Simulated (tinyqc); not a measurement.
Resistance of a source-drain extension with a graded tip: two steps of the calculation.

y runs along the channel, the gate covers y > 0. The doping is N0 for y < y0 and N0 10^(-(y - y0)/la) beyond, uniform over the depth xj. Sheet conductance s(y) = q mu(N) max(N - Nch, 0) xj + (for y > 0) ma Cox Vo, with mu(N) = u0 + (u1 - u0)/(1 + (N/Nr)^au) and Cox = eps0 eox/tox. Current is taken as one-dimensional; depletion of the tip, spreading and the contact are left out. The metallurgical junction lies at yj, where N = Nch.

Values chosen for this exercise; mobility law close to that of electrons in silicon: relative permittivity of the gate insulator (close to zirconium oxide) eox = 25.4; insulator thickness tox = 4.2 nm; active doping of the extension far from the gate N0 = 8.1e19 cm^-3; lateral abruptness la = 3.4 nm/decade; position under the gate where the fall begins (gate edge at 0) y0 = 1.8 nm; depth of the extension xj = 22 nm; channel doping Nch = 1.9e18 cm^-3; gate overdrive Vo = 0.55 V; mobility of the gate-induced layer ma = 120 cm^2/(V s); mobility at low doping u1 = 1414 cm^2/(V s); mobility at high doping u0 = 68.5 cm^2/(V s); reference doping Nr = 9.2e16 cm^-3; exponent au = 0.711; gate length Lg = 45 nm.

Constants: q = 1.602176634e-19 C, eps0 = 8.8541878128e-14 F/cm where lengths are in cm. Results are converted to the units shown.

Question 1. Sheet resistances and junction position. yj = y0 + la log10(N0/Nch); sheet resistance of the full extension 1/[q mu(N0)(N0 - Nch) xj] and of the gate-induced layer 1/(ma Cox Vo); metallurgical length Lg - 2 yj; ye is where the doped and the gate-induced conductances are equal.

Wanted: yj; sheet resistance of the extension; sheet resistance of the induced layer; metallurgical length; ye; N at ye.

Answer 1.

yj = 7.3411 nm
sheet resistance of the extension = 452.53 ohm/square
sheet resistance of the induced layer = 2829.6 ohm/square
metallurgical length = 30.318 nm
ye = 4.7723 nm
N at ye = 1.0821e19 cm^-3

The gate takes over 2.57 nm before the junction, where N is still 5.70 times the channel doping.

Question 2. Resistance of the overlapped part. Midpoint rule on 11 equal steps from 0 to yj: R_ov = sum h/s(y), per width.

Wanted: y; N; doped conductance; sheet resistance; R_ov.

Answer 2.

```
point  y (nm)  N (cm^-3)  doped conductance (uS)  sheet resistance (ohm/square)
0      0.3337   8.100e19                    2210                          390.1
1       1.001   8.100e19                    2210                          390.1
2       1.668   8.100e19                    2210                          390.1
3       2.336   5.635e19                    1581                          516.9
4       3.003   3.586e19                    1048                          713.4
5       3.671   2.282e19                   698.1                          951.0
6       4.338   1.452e19                   464.2                           1223
7       5.005   9.242e18                   303.8                           1522
8       5.673   5.881e18                   189.5                           1842
9       6.340   3.743e18                   103.0                           2191
10      7.007   2.382e18                   32.20                           2593
```

R_ov = 8.491 ohm um

Program tinyqc, `OMP_NUM_THREADS=1 python tinyqc.py 2282155 2282156 out.jsonl`; Intel Xeon 2.30GHz, shared host, one thread, about 0.03 s.
